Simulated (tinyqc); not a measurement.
# Two-diode model of a solar cell: two studies

J is the current delivered and Vj = V + J Rs the junction voltage. J = X JL - J01 (exp(Vj/(n1 Vt)) - 1) - J02 (exp(Vj/(2 Vt)) - 1) - Vj/Rp. The photocurrent does not depend on voltage.

Values chosen for this exercise; values of the order met in cells of CIGS:
```
symbol,value,unit,meaning
T,273,K,temperature
JL,35.8,mA/cm^2,photocurrent at one sun
X,1,suns,concentration
J01,1e-15,A/cm^2,saturation current of the first diode
n1,1,,ideality factor of the first diode
Rs,0.18,ohm cm^2,series resistance
Rp,10000,ohm cm^2,shunt resistance
Pin,100,mW/cm^2,incident power at one sun
J02,2e-9,A/cm^2,saturation current of the second diode (ideality 2)
```

Constants: q = 1.602176634e-19 C, kB = 1.380649e-23 J/K, Vt = kB T/q. Results are converted to the units shown.

Each table varies one quantity; the others keep the values above.

## Effect of the series resistance

Jsc at V = 0, Voc at J = 0, the maximum power point where J (1 + 2 Rs G) = G Vj with G = -dJ/dVj; FF = Vmp Jmp/(Voc Jsc); efficiency Vmp Jmp/(X Pin). Empirical fill factor without parasitics FF0 = (v - ln(v + 0.72))/(v + 1), v = Voc/(n1 Vt).

The same in every row: Voc (V) = 0.72632; FF0 = 0.86029.

Result of one run:

| Rs (ohm cm^2) | Jsc (mA/cm^2) | Vmp (V) | Jmp (mA/cm^2) | FF | efficiency (%) |
|---|---|---|---|---|---|
| 0.05 | 35.800 | 0.63332 | 33.755 | 0.82216 | 21.378 |

What becomes of these results when the series resistance Rs is changed from 0.05 to 0.11 ohm cm^2, all else the same?

Result of the changed run:

| Rs (ohm cm^2) | Jsc (mA/cm^2) | Vmp (V) | Jmp (mA/cm^2) | FF | efficiency (%) |
|---|---|---|---|---|---|
| 0.11 | 35.800 | 0.63149 | 33.745 | 0.81953 | 21.309 |

The whole series:

| Rs (ohm cm^2) | Jsc (mA/cm^2) | Vmp (V) | Jmp (mA/cm^2) | FF | efficiency (%) |
|---|---|---|---|---|---|
| 0 | 35.800 | 0.63485 | 33.763 | 0.82434 | 21.435 |
| 0.05 | 35.800 | 0.63332 | 33.755 | 0.82216 | 21.378 |
| 0.11 | 35.800 | 0.63149 | 33.745 | 0.81953 | 21.309 |
| 0.25 | 35.799 | 0.62723 | 33.720 | 0.81342 | 21.150 |
| 0.55 | 35.798 | 0.61813 | 33.665 | 0.80034 | 20.810 |
| 1.2 | 35.796 | 0.59861 | 33.537 | 0.77217 | 20.076 |
| 2.7 | 35.790 | 0.55484 | 33.173 | 0.70805 | 18.406 |
| 6 | 35.778 | 0.46832 | 31.821 | 0.57348 | 14.903 |

As Rs goes from 0 to 6, Voc stays at 0.726 V, FF falls from 0.824 to 0.573 and the efficiency falls from 21.4 to 14.9 %. Voc does not depend on Rs, since no current flows through it at open circuit; between the first two rows FF drops by 1.08 times rs = Rs Jsc/Voc in relative terms.

## Effect of the concentration

Same model as above.

Effect of the concentration:

| X (suns) | Jsc (mA/cm^2) | Voc (V) | Vmp (V) | Jmp (mA/cm^2) | FF | efficiency (%) | FF0 |
|---|---|---|---|---|---|---|---|
| 0.01 | 0.35799 | 0.55790 | 0.44463 | 0.28793 | 0.64098 | 12.802 | 0.83022 |
| 0.04 | 1.4320 | 0.62099 | 0.51183 | 1.2714 | 0.73180 | 16.269 | 0.84304 |
| 0.1 | 3.5799 | 0.65556 | 0.55059 | 3.2652 | 0.76605 | 17.978 | 0.84920 |
| 0.5 | 17.900 | 0.70676 | 0.60917 | 16.744 | 0.80626 | 20.400 | 0.85741 |
| 2 | 71.599 | 0.74493 | 0.64498 | 67.850 | 0.82048 | 21.881 | 0.86292 |
| 6 | 214.80 | 0.77314 | 0.65317 | 204.59 | 0.80468 | 22.272 | 0.86670 |
| 20 | 715.99 | 0.80292 | 0.60615 | 677.74 | 0.71460 | 20.540 | 0.87045 |
| 80 | 2863.8 | 0.83641 | 0.43421 | 2063.5 | 0.37405 | 11.200 | 0.87440 |
| 300 | 4744.8 | 0.86793 | 0.43437 | 2375.6 | 0.25058 | 3.4397 | 0.87788 |

As X goes from 0.01 to 300, Voc rises from 0.558 to 0.868 V, FF goes from 0.641 through a maximum of 0.820 (at X = 2 among the rows listed) to 0.251 and the efficiency goes from 12.8 through a maximum of 22.3 (at X = 6 among the rows listed) to 3.44 %. Voc gains 54.9 mV a decade at the top and 105 mV at the bottom (n1 Vt ln 10 = 54.2 mV). Past the optimum the loss in Rs, which grows as J^2, outruns the gain in Voc: at the best row X JL Rs = 1.6 n1 Vt. For X = 80, 300 Rs Jsc exceeds half of Voc, so the series resistance shapes the curve and drives FF towards the 1/4 of a resistor.

Program tinyqc, `OMP_NUM_THREADS=1 python tinyqc.py 2280024 2280025 out.jsonl`; Intel Xeon 2.30GHz, shared host, one thread, about 0.01 s.
